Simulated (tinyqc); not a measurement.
What each parameter does: ellipsoidal valleys in the axes of a wafer and a channel.

Valleys with axes a along [111], [1-1-1], [-11-1] and [-1-11], one whole valley each; inverse mass tensor w = 1/mt + (1/ml - 1/mt) a a. Device axes: z = nz/|nz|, x = nx/|nx|, y = z cross x; in them a = (ax, ay, az). Confinement mass mz = 1/w_zz. In the plane w_ij is replaced by u_ij = w_ij - w_iz w_jz/w_zz (i, j = x, y); density-of-states mass md = 1/sqrt(det u); conductivity mass along x mc = 1/u_xx; ballistic transport mass mx = u_yy/det u, width mass my = 1/u_yy.

Hard walls: E_n = c (n pi/t)^2/mz, c = hbar^2/2m0, n = 1, 2, 3. Non-degenerate share of a valley proportional to md sum_n exp(-E_n/kT); mean 1/mc = sum of share/mc. 1 nm = 10 angstrom.

Constants: hbar^2/2m0 = 3.80998211 eV angstrom^2; kB = 8.617333262e-05 eV/K.

Values chosen for the exercise (near those of the L valleys of GaAs; shifted at random, so the results belong to these values and not to a real crystal): ml = 1.973 m0 (longitudinal mass); mt = 0.076 m0 (transverse mass); nz = (1, 1, 0) (surface normal (confinement)); nx = (0, 0, 1) (channel direction); t = 4.5 nm (thickness of the film); T = 400 K (temperature).

Lowest E1, its share and the mean conductivity mass.

One parameter was then changed.

Results before and after:

| case | lowest E1 (meV) | share | mean mc (m0) |
|---|---|---|---|
| base | 87.72 | 0.9826 | 0.6481 |
| changed | 108.30 | 0.9939 | 0.6861 |

Which of these changes was made? (a) T = 440 K; (b) t = 4.05 nm; (c) mt = 0.084 m0; (d) ml = 2.17 m0.
Answer: (b) t = 4.05 nm. Of the candidates, run in turn, only this one gives the changed row.

All candidates:

| case | lowest E1 (meV) | share | mean mc (m0) |
|---|---|---|---|
| base | 87.72 | 0.9826 | 0.6481 |
| ml = 2.17 m0 | 87.15 | 0.9828 | 0.7026 |
| mt = 0.084 m0 | 79.96 | 0.9730 | 0.6321 |
| t = 4.05 nm | 108.30 | 0.9939 | 0.6861 |
| T = 440 K | 87.72 | 0.9739 | 0.6218 |

(tinyqc, `OMP_NUM_THREADS=1 python tinyqc.py 1850597 1850598 out.jsonl`, Intel(R) Xeon(R) Processor @ 2.30GHz, 1 thread, shared host, about 0.02 s.)
